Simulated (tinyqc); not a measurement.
# Worked calculation: tunnelling through a gate dielectric, WKB transmission and Tsu-Esaki current

Numbers from tinyqc (`OMP_NUM_THREADS=1 python tinyqc.py 2540038 2540039 out.jsonl`; about 0.04 s on one thread of a shared Intel Xeon 2.30GHz). Printed values are rounded.

Electrons leave the emitter at x = 0. Energies E (motion across the layers) are in eV from the emitter Fermi level; the collector Fermi level lies at -V and offers states at every E. No charge in the dielectric and no image force: F1 = V/t1, U = phi1 - F1 x. With C = hbar^2/(2 m0), kappa = sqrt(m (U - E)/C) where U > E and 0 elsewhere; T(E) = exp(-S), S = 2 times the integral of kappa over x.

Parameters, values chosen for the exercise; dielectric values close to those of hafnium oxide:
- T = 300 K (temperature)
- Ef = 4.2 eV (Fermi energy of the emitter above its band bottom)
- me = 0.79 m0 (emitter mass in the supply function)
- phi1 = 1.54 eV (barrier of layer 1 above the emitter Fermi level at zero bias)
- m1 = 0.2 m0 (tunnelling mass of layer 1)
- t1 = 4 nm (thickness of layer 1)
- V = 2.1 V (voltage across the dielectric)
- E = 0 eV (energy of the electron followed)
- nc = 9 (cells in each layer)
- Ea = -0.65 eV (lower end of the energy grid)
- Eb = 0.32 eV (upper end of the energy grid)
- nE = 11 (points of the energy grid)

Constants: q = 1.602176634e-19 C, kB = 1.380649e-23 J/K, hbar = 1.054571817e-34 J s, m0 = 9.1093837015e-31 kg, Vt = kB T/q, hbar^2/(2 m0) = 0.0380998212 eV nm^2. Results are converted to the units shown.

## Fields and band edges

F1 = V/t1, U = phi1 - F1 x.

F1 = 5.25 MV/cm
U at x = t1 = -0.56 eV

## WKB exponent by the midpoint rule

Cut each layer into nc equal cells, take U and kappa at the cell centres, and sum S = 2 sum kappa h.

x, cell 0 to 8 (nm): [0.222222, 0.666667, 1.111111, 1.555556, 2.000000, 2.444444, 2.888889, 3.333333, 3.777778]
U, cell 0 to 8 (eV): [1.423333, 1.190000, 0.956667, 0.723333, 0.490000, 0.256667, 0.023333, -0.210000, -0.443333]
kappa, cell 0 to 8 (1/nm): [2.733423, 2.499350, 2.240959, 1.948600, 1.603805, 1.160749, 0.349979, 0.000000, 0.000000]
S = 11.14388
T(E) = 1.446354e-5

## WKB exponent in closed form

Each layer adds (2/F) sqrt(m/C) [G(u at its left edge) - G(u at its right edge)] to S, with u = U - E (0 where negative) and G(u) = (2/3) u^1.5. The slope follows from 1/d = -dS/dE.

S = 11.12024
T(E) = 1.480957e-5
energy d over which T(E) grows by a factor e = 0.092324 eV

The midpoint rule gives S = 11.144, so its T(E) is 2.3 % below this value. The band edge of layer 1 drops below E inside the layer: the barrier there is triangular (the Fowler-Nordheim case).

## Current density on a coarse energy grid

J = J0 times the integral of T(E) N(E) dE, N = ln[(1 + exp(-E/Vt))/(1 + exp((-E - V)/Vt))], J0 = q^2 me m0 kB T/(2 pi^2 hbar^3) (times 1e-4 for A/cm^2 per eV), by Simpson's rule on nE equally spaced points from Ea to Eb.

E, point 0 to 10 (eV): [-0.6500000, -0.5530000, -0.4560000, -0.3590000, -0.2620000, -0.1650000, -0.0680000, 0.0290000, 0.1260000, 0.2230000, 0.3200000]
T(E), point 0 to 10: [7.555087e-9, 2.228783e-8, 7.478230e-8, 2.437281e-7, 7.710270e-7, 2.365629e-6, 7.033375e-6, 2.024486e-5, 5.635785e-5, 1.515629e-4, 3.932667e-4]
N, point 0 to 10: [25.14312, 21.39100, 17.63887, 13.88674, 10.13465, 6.384174, 2.699933, 0.2819427, 0.007614452, 1.793601e-4, 4.209550e-6]
T(E) N, point 0 to 10: [1.899585e-7, 4.767588e-7, 1.319075e-6, 3.384589e-6, 7.814090e-6, 1.510259e-5, 1.898964e-5, 5.707889e-6, 4.291342e-7, 2.718435e-8, 1.655476e-9]
J0 = 3.305089e8 A/(cm^2 eV)
J = 1668.065 A/cm^2

The integrand peaks at E = -0.0680 eV among these points. A converged quadrature from -Ef to above the barrier gives 1722 A/cm^2; this grid is 3.1 % below that.
